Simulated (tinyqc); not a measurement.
All-pass ring resonator: one step of the calculation.

A ring of length L = 2 pi Rr coupled to one bus waveguide: round-trip amplitude a = 10^(-al L/20), self-coupling t = sqrt(1 - k2). At detuning d from the resonance the round-trip phase is p = 2 pi d/FSR and the transmission T = (a^2 - 2 a t cos p + t^2)/(1 - 2 a t cos p + a^2 t^2). Lossless coupler, linear absorption only.

Question. Thermal shift of the resonance. T is the transmission at d = dl - s, p = 2 pi d/FSR; out = (lam dT/ng) Rt fa (1 - T) Pin; s(new) = s + 0.5 (out - s).

Values chosen for this exercise; values close to those of silicon waveguides:
- lam = 1310 nm (cold resonance wavelength)
- ng = 4.13 (group index)
- dT = 0.00017 1/K (thermo-optic change of the effective index)
- Rt = 9.6 K/mW (thermal resistance)
- fa = 0.53 (share of the loss that heats the ring)
- Pin = 0.11 mW (input power)
- dl = -3.2 pm (laser detuning from the cold resonance)

s at the start = 0 pm
a = 0.99808488
t = 0.99939982
FSR = 13.226431 nm

Find: d; T; out; s after iteration 1.

Answer.

d = -3.200 pm
T = 0.4677
out = 16.07 pm
s after iteration 1 = 8.033 pm

Computed by the program tinyqc: `OMP_NUM_THREADS=1 python tinyqc.py 2650045 2650046 out.jsonl`, one thread of a shared Intel Xeon 2.30GHz, about 0.01 s for the whole run.
